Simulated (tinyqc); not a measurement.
What moves the plasmon: plasmons of a degenerate electron gas in the random-phase approximation.

Zero temperature, parabolic band: kF = (3 pi^2 n)^(1/3), EF = c kF^2/m, Ep^2 = 8 pi c e2 n/(m eb), qTF^2 = 6 pi e2 n/(eb EF), c = hbar^2/2m0, e2 = e^2/(4 pi eps0), n in 1/angstrom^3 (1e-24 per 1/cm^3).

Lindhard function: eps(q, E)/eb = 1 + (qTF/q)^2 (f1 + i f2) with z = q/(2 kF), u = E/(hbar vF q), hbar vF = 2 c kF/m; f1 = 1/2 + [h(z - u) + h(z + u)]/(8 z), h(x) = (1 - x^2) ln|(x + 1)/(x - 1)|; f2 = pi u/2 for z + u < 1, (pi/(8 z))(1 - (z - u)^2) for |z - u| < 1 < z + u, else 0. Pairs exist for c (q^2 - 2 q kF)/m < E < c (q^2 + 2 q kF)/m.

Constants: hbar^2/2m0 = 3.80998211 eV angstrom^2; e^2/(4 pi eps0) = 14.39964547 eV angstrom.

Values chosen for the exercise (mass and background constant near those of GaN; polar phonons, which mix with the plasmon in the real crystal, and the rise of the mass with filling are left out; the results hold for these values, not for the real material): n = 6.9e+19 1/cm^3 (electron density); m = 0.202 m0 (mass); eb = 5.39 (background dielectric constant); qp = 0.026 1/angstrom (wave vector of the plasmon).

The plasmon is taken at qp.

Results for these values:

| case | Ep (meV) | plasmon at qp (meV) | qc (1/angstrom) |
|---|---|---|---|
| base | 295.6 | 311.5 | 0.07295 |

What happens to each result for eb = 4.851, all else kept?

Answer: Ep rises from 295.6 to 311.6; plasmon at qp rises from 311.5 to 326.7; qc rises from 0.07295 to 0.07595.

The same for each parameter in turn:

| case | Ep (meV) | plasmon at qp (meV) | qc (1/angstrom) |
|---|---|---|---|
| base | 295.6 | 311.5 | 0.07295 |
| n = 8.28e+19 1/cm^3 | 323.8 | 340.2 | 0.07574 |
| m = 0.2323 m0 | 275.7 | 288.6 | 0.07696 |
| eb = 4.851 | 311.6 | 326.7 | 0.07595 |
| qp = 0.0182 1/angstrom | 295.6 | 303.4 | 0.07295 |

Run: tinyqc, `OMP_NUM_THREADS=1 python tinyqc.py 1682514 1682515 out.jsonl`; Intel(R) Xeon(R) Processor @ 2.30GHz, one thread, shared host; about 0.01 s of CPU time with all checks.
